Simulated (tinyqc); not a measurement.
Against the Fermi level: single-band model of a thermoelectric material. Computed by tinyqc, a small Python program. Command: `OMP_NUM_THREADS=1 python tinyqc.py 3003275 3003276 out.jsonl thermo walk`. One thread of a shared host (Intel(R) Xeon(R) Processor @ 2.30GHz), about 0.01 s of CPU time with the checks.

One spherical band, one scattering law, no minority carriers and no phonon drag. In a real material minority carriers limit |S| to about E_g/(2 e T), so larger values are formal. eta = E_F/(k_B T) is counted from the band edge; f = 1/(1 + exp(x - eta)).

Inputs (values chosen for the exercise, for a model material): density-of-states mass m = 1.1 m_0; mobility parameter mu_300 = 280 cm^2/(V s); temperature exponent p = 0.5; lattice thermal conductivity kappa_L = 0.77 W/(m K); temperature T = 290 K.

Band: parabolic. Scattering: polar optical (high temperature), r = 0.5.

Constants: k_B = 8.617333262e-05 eV/K; e = 1.602176634e-19 C; m_0 = 9.1093837015e-31 kg; k_B = 1.380649e-23 J/K; hbar = 1.054571817e-34 J s.

Method:
- With x = E/(k_B T), a = alpha k_B T (0 for a parabolic band), G = x (1 + a x), D = 1 + 2 a x and <y> = int y f (1 - f) dx, f = 1/(1 + exp(x - eta)): tau = tau_0 G^r/D; transport function s = G^(3/2 + r)/D^2; n = N_0 <G^(3/2)> with N_0 = (2 m k_B T)^(3/2)/(3 pi^2 hbar^3).
- Integrals over x = E/(k_B T) use 160 Gauss-Legendre points in u = sqrt(x) from 0 to sqrt(max(eta, 0) + 32).
- sigma = e mu_0 N_0 <s> with mu_0 = e tau_0/m = mu_300 (T/300 K)^(-p); |S| = (k_B/e)(<x s>/<s> - eta); Lorenz number L = (k_B/e)^2 (<x^2 s>/<s> - (<x s>/<s>)^2); kappa_e = L sigma T; zT = S^2 sigma T/(kappa_L + kappa_e).

The same material at other dopings:
```
eta  n (1/cm^3)  |S| (microvolt/K)  sigma (S/cm)  power factor (microwatt/(cm K^2))      zT
-4   5.0073e+17             603.80    3.4439e+01                              12.56  0.4596
-3   1.3464e+18             518.62    9.2896e+01                              24.99  0.8730
-2   3.5577e+18             435.05    2.4746e+02                              46.84  1.4607
-1   9.0194e+18             355.32    6.3966e+02                              80.76  1.9791
0    2.1053e+19             283.38    1.5535e+03                             124.75  2.0383
1    4.3354e+19             223.57    3.4118e+03                             170.53  1.6575
2    7.7696e+19             177.58    6.6373e+03                             209.30  1.1892
4    1.7917e+20             118.94    1.8184e+04                             257.24  0.5794
6    3.1496e+20              86.70    3.7102e+04                             278.86  0.3119
10   6.6270e+20              54.89    9.7550e+04                             293.96  0.1246
```

What follows from these numbers?

The power factor still rises at the last row; zT peaks at eta = 0, where kappa_e begins to outweigh the gain.

Extremes, crossings and ranges named in words are read from the listed rows.
